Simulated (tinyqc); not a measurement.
# Octagonal on-chip spiral inductor, lumped pi model: effects of single changes

Outer diameter do = di + 2 n wd + 2 (n - 1) sp, mean da = (do + di)/2, fill p = (do - di)/(do + di), length l = 3.314 n da. L = 2.25 mu0 n^2 da/(1 + 3.55 p), mu0 = 4 pi 1e-7 H/m. Rs = rho l/(wd delta (1 - exp(-th/delta))), delta = sqrt(rho/(pi f mu0)). Cs = n wd^2 eps0 eo/hu across the coil. At each end Cox = l wd eps0 eo/(2 ho) leads to the substrate branch Rsi = 2 rs he/(l wd) in parallel with Csi = l wd eps0 11.7/(2 he). With one end grounded Y = 1/(Rs + i w L) + i w Cs + 1/[1/(i w Cox) + 1/(1/Rsi + i w Csi)], w = 2 pi f; Q = -Im Y/Re Y. Eddy currents in neighbouring turns and in the substrate are left out.

Parameters, values chosen for the exercise; values of the order met in silicon radio-frequency processes:
```
symbol,value,unit,meaning
n,5.5,,number of turns
wd,20,um,line width
sp,2,um,space between turns
di,140,um,inner diameter
th,4,um,metal thickness
rho,1.9,uohm cm,metal resistivity
ho,3.5,um,oxide below the coil
hu,1,um,oxide between coil and underpass
eo,3,,relative permittivity of the oxide
rs,20,ohm cm,substrate resistivity
he,30,um,effective spreading depth in the substrate
f,2.7,GHz,frequency
```

Constants: eps0 = 8.8541878128e-12 F/m. Results are converted to the units shown.

Each table varies one quantity; the others keep the values above.

## Quality factor against frequency

Apparent inductance Im(1/Y)/w; share of the loss Re(substrate branch)/Re Y.

Quality factor against frequency:
```
f (GHz)	Rs (ohm)	w L/Rs	Q	apparent inductance (nH)	loss in the substrate (%)
0.058	1.385	2.215	2.214	8.423	0.001771
0.094	1.464	3.398	3.393	8.429	0.01043
0.15	1.563	5.076	5.057	8.444	0.06036
0.25	1.709	7.739	7.640	8.490	0.4127
0.41	1.900	11.41	10.87	8.611	2.557
0.67	2.159	16.42	13.35	8.937	13.55
1.1	2.516	23.13	10.51	9.843	46.49
1.8	3.003	31.71	4.067	12.30	80.16
2.9	3.645	42.09	0.6709	10.76	93.44
```

Q goes from 2.21 through a maximum of 13.3 (at f = 0.67 GHz among the rows listed) to 0.671; the exact peak is 13.4 at 0.711 GHz and Q reaches zero at the self-resonance, 3.47 GHz. The share of the substrate rises from 0.00177 to 93.4 %, and the apparent inductance ends at 1.28 times L. At the peak the substrate takes 16.2 % of the loss.

## Effect of the substrate resistivity

Same model as above.

Peak Q and its frequency from a search over f; self-resonance where Im Y = 0; Q at the given f (negative beyond resonance).

The same in every row: L (nH) = 8.419; do (um) = 378.0.

Results:
```
rs (ohm cm)	peak Q	f of the peak (GHz)	self-resonance (GHz)	Q at f
0.1	19.57	1.301	2.686	-0.3677
1	18.32	1.150	2.689	-0.1456
3	16.83	0.9951	2.708	0.05013
10	14.66	0.8048	2.931	0.4752
100	12.37	0.7573	4.161	4.450
1000	21.26	1.643	4.200	16.58
10000	25.47	1.973	4.200	22.72
```

Estimate the missing row, rs = 30 ohm cm.

Computed row:
```
rs (ohm cm)	peak Q	f of the peak (GHz)	self-resonance (GHz)	Q at f
30	12.74	0.6702	3.807	1.504
```

With this row back in the table: As rs goes from 0.1 to 10000, L stays at 8.42 nH, the peak Q goes from 19.6 through a minimum of 12.4 (at rs = 100 among the rows listed) to 25.5, its frequency goes from 1.30 through a minimum of 0.670 (at rs = 30 among the rows listed) to 1.97 GHz and the self-resonance rises from 2.69 to 4.20 GHz. In this model both a very low and a very high resistivity dissipate little: the first shorts the branch to a pure Cox, the second blocks the current. For rs = 0.1, 1 eddy currents in the substrate, left out, would lower Q markedly.

Numbers from tinyqc (`OMP_NUM_THREADS=1 python tinyqc.py 2302204 2302205 out.jsonl`; about 0.01 s on one thread of a shared Intel Xeon 2.30GHz).
